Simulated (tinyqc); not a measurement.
What each parameter does: heterojunction of two tight-binding chains.

Left chain: hopping -t1, sites at 2 t1 (band bottom 0). Right chain: hopping -t2, sites at dE + 2 t2 (bottom dE). t = c/(m a^2), c = hbar^2/2m0. The bond across the interface is -tc with tc = f sqrt(t1 t2), and the last left site has the extra energy U. In a chain E = bottom + 2t (1 - cos(ka)); the surface Green function of a half chain is g = -exp(ika)/t, with Im k > 0 where cos(ka) > 1.

Constants: hbar^2/2m0 = 3.80998211 eV angstrom^2.

Inputs chosen for the exercise (masses and offset of the size met at GaN / AlGaN; not measured data): a = 3 angstrom (site spacing); m1 = 0.209 m0 (mass on the left); m2 = 0.254 m0 (mass on the right); dE = 0.49 eV (band offset); f = 1 (factor on the interface hopping); U = 0 eV (extra energy on the last left site); E = 0.5 eV (electron energy).

T = 4 Im(S1) Im(S2) |G|^2 with G = 1/(E - 2 t1 - U - S1 - S2), S1 = -t1 exp(i k1 a), S2 = -(tc^2/t2) exp(i k2 a).

Results for these values:

| case | T | k1 a | k2 a |
|---|---|---|---|
| base | 0.4562 | 0.5021 | 0.0775 |

What happens to each result for m2 = 0.3048 m0, all else kept?

Answer: T rises from 0.4562 to 0.4875; k1 a does not change at the printed digits; k2 a rises from 0.0775 to 0.0849.

The same for each parameter in turn:

| case | T | k1 a | k2 a |
|---|---|---|---|
| base | 0.4562 | 0.5021 | 0.0775 |
| m1 = 0.2508 m0 | 0.4240 | 0.5512 | 0.0775 |
| m2 = 0.3048 m0 | 0.4875 | 0.5021 | 0.0849 |
| dE = 0.44 eV | 0.7901 | 0.5021 | 0.1900 |
| f = 0.9 | 0.4014 | 0.5021 | 0.0775 |
| U = 0.2 eV | 0.4767 | 0.5021 | 0.0775 |
| a = 2.4 angstrom | 0.4601 | 0.4001 | 0.0620 |

tinyqc: `OMP_NUM_THREADS=1 python tinyqc.py 1450252 1450253 out.jsonl`; about 0.01 s, one thread, shared Intel(R) Xeon(R) Processor @ 2.30GHz.
